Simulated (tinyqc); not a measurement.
# From one set of inputs to another, one input at a time

Model: current of a Schottky diode by thermionic-emission-diffusion theory, and its read-back from I-V-T and C-V data. Computed by tinyqc, a small Python program. Command: `OMP_NUM_THREADS=1 python tinyqc.py 3030441 3030442 out.jsonl schottky ladder`. One thread of a shared host (Intel(R) Xeon(R) Processor @ 2.30GHz), about 0.01 s of CPU time with the checks.

Full ionisation, no tunnelling, no recombination current. V is the voltage across the junction itself, forward positive.

The inputs printed are set A. Set A is modelled on n-type GaN; the values taken over come from a set modelled on n-type silicon. Inputs not listed in the table keep their values of set A, so the rows need not describe a real material.

Inputs (values chosen for the exercise, modelled on n-type GaN):
```
quantity                                     value          unit
Richardson constant A*                        25.7  A/(cm^2 K^2)
effective density of states at 300 K, N_c  2.3e+18        1/cm^3
permittivity eps                               9.7             -
mobility mu                                    890    cm^2/(V s)
barrier without image force phi_0              1.1            eV
doping N                                     5e+16        1/cm^3
junction voltage V                            0.32             V
temperature T                                  200             K
```

Barrier: uniform.

Constants: k_B = 8.617333262e-05 eV/K; e = 1.602176634e-19 C; eps_0 = 8.8541878128e-12 F/m.

Method:
- N_c(T) = N_c (T/300 K)^(3/2); V_bi = phi_0 - (k_B T/e) ln(N_c(T)/N); surface field F = sqrt(2 e N (V_bi - V - k_B T/e)/(eps eps_0)); image lowering d_phi = sqrt(e F/(4 pi eps eps_0)); effective barrier phi = phi_0 - d_phi.
- Collection velocity v_R = A* T^2/(e N_c(T)); diffusion velocity v_D = mu F; J = e N_c(T) v_R/(1 + v_R/v_D) exp(-phi/k_B T) [exp(e V/k_B T) - 1].
- Ideality n = (e/k_B T)/(d ln J/dV) by a central difference of +/- 1 mV; J_0 = J exp(-e V/(n k_B T)); apparent barrier phi_IV = k_B T ln(A* T^2/J_0); a C-V plot gives phi_CV = phi_0, the mean without lowering.

Each row keeps all changes above it:
```
input moved                              from       to  ideality factor n  apparent barrier phi_IV (eV)  image lowering (meV)
set A                                       -        -              1.015                         1.055                 41.29
Richardson constant A* (A/(cm^2 K^2))    25.7      110              1.017                         1.057                 41.29
temperature T (K)                         200      350              1.022                         1.061                 40.07
doping N (1/cm^3)                       5e+16  1.4e+16              1.022                         1.078                 28.69
permittivity eps                          9.7     11.7              1.021                         1.083                 24.93
junction voltage V (V)                   0.32     0.34              1.022                         1.083                 24.72
barrier without image force phi_0 (eV)    1.1    0.694              1.085                         0.673                 18.08
mobility mu (cm^2/(V s))                  890     1100              1.080                         0.672                 18.08
```

Ideality factor n goes from 1.02 to 1.08, a factor 1.06 in all. The largest single move comes from barrier without image force phi_0 (a factor 1.06). Apparent barrier phi_IV goes from 1.05 to 0.672, a factor 0.637 in all. The largest single move comes from barrier without image force phi_0 (a factor 0.622). Image lowering goes from 41.3 to 18.1, a factor 0.438 in all. The largest single move comes from doping N (a factor 0.716). The single moves hold for this order of the switches; the total does not depend on the order.

Extremes, crossings and ranges named in words are read from the listed rows.
